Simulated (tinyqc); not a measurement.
Adsorption as a lattice gas: isotherms with interactions, competition, desorption peaks and saturation dose: one step, computed by the program tinyqc.

One adsorbate per site; a molecule needs 2 empty sites. Gas and surface have the same temperature.

Task: Coverage with interactions. With u = w/(k_B T). Mean field: theta/(1 - theta) = y exp(-z u theta). Quasi-chemical: theta/(1 - theta) = y [(r - 1 + 2 theta)(1 - theta)/((r + 1 - 2 theta) theta)]^(-z/2) exp(-z u/2), r = sqrt(1 - 4 theta (1 - theta)(1 - exp(-u))).

Inputs (values chosen for the exercise, for a model surface): pair energy w (positive repels) = 0.041 eV; neighbours z = 3; temperature T = 469 K.

Adsorption: dissociative (second order).

y = 0.1696953

Constants: k_B = 8.617333262e-05 eV/K.

Give: u; coverage, mean field; coverage, quasi-chemical.

Result:

u = 1.014

coverage, mean field = 0.1087

coverage, quasi-chemical = 0.1167
